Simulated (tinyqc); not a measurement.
## One rectangular barrier with mass mismatch, transfer matrices: transmission against energy

One electron of energy E comes from the left lead (band edge 0); no transverse momentum. Parabolic bands, masses in units of m0, C = hbar^2/(2 m0); psi and psi'/m are continuous at every interface. The right lead equals the left one.

For the pair (psi, psi'/m) a flat layer has M = [[cos kd, (m/k) sin kd], [-(k/m) sin kd, cos kd]] with k = sqrt(m (E - U)/C) above its edge U, and M = [[cosh Kd, (m/K) sinh Kd], [(K/m) sinh Kd, cosh Kd]] with K = sqrt(m (U - E)/C) below it. The matrices are multiplied with later layers to the left. With M acting on (psi, psi'/m) and v = k/m in each lead, T(E) = 4 vL vR/[(vL vR M12 - M21)^2 + (vR M11 + vL M22)^2]. The last column is exp(-2 sum K d) over the layers with U > E.

Values chosen for this exercise; masses and offsets close to those of GaN wells and AlGaN barriers:
```
symbol  value  unit                meaning
mL        0.2    m0  mass in the left lead
U1        0.6    eV         barrier height
m1       0.26    m0           barrier mass
d1        2.1    nm          barrier width
```

Constants: q = 1.602176634e-19 C, hbar = 1.054571817e-34 J s, m0 = 9.1093837015e-31 kg, hbar^2/(2 m0) = 0.0380998212 eV nm^2. Results are converted to the units shown.

Result of one run:

| E (eV) | T(E) | exp(-2 sum K d) |
|---|---|---|
| 0.986 | 0.9726 | 1.000 |

What becomes of these results when the electron energy E is changed from 0.986 to 0.517 eV, all else the same?

Result of the changed run:

| E (eV) | T(E) | exp(-2 sum K d) |
|---|---|---|
| 0.517 | 0.06747 | 0.04239 |

The whole series:

| E (eV) | T(E) | exp(-2 sum K d) |
|---|---|---|
| 0.048 | 4.209e-4 | 2.883e-4 |
| 0.142 | 0.001951 | 5.961e-4 |
| 0.236 | 0.005284 | 0.001334 |
| 0.329 | 0.01249 | 0.003307 |
| 0.423 | 0.02888 | 0.009893 |
| 0.517 | 0.06747 | 0.04239 |
| 0.611 | 0.1613 | 1.000 |
| 0.705 | 0.3790 | 1.000 |
| 0.799 | 0.7412 | 1.000 |
| 0.892 | 0.9830 | 1.000 |
| 0.986 | 0.9726 | 1.000 |
| 1.08 | 0.8938 | 1.000 |

T(E) runs from 4.21e-4 at 0.048 eV to 0.894 at 1.08 eV; among the rows its largest value is 0.983 at 0.892 eV. Below the barrier the ratio to exp(-2Kd) lies between 1.46 and 3.96: that is the prefactor which WKB sets to 1. Above the barrier T(E) is as low as 0.161 in these rows: both interfaces reflect, and the reflections cancel only where k d is a multiple of pi.

Range of the model: Masses are held fixed, although real bands cease to be parabolic a few tenths of an eV from their edges (inside a barrier too).

Numbers from tinyqc (`OMP_NUM_THREADS=1 python tinyqc.py 2560038 2560039 out.jsonl`; about 0.01 s on one thread of a shared Intel Xeon 2.30GHz).
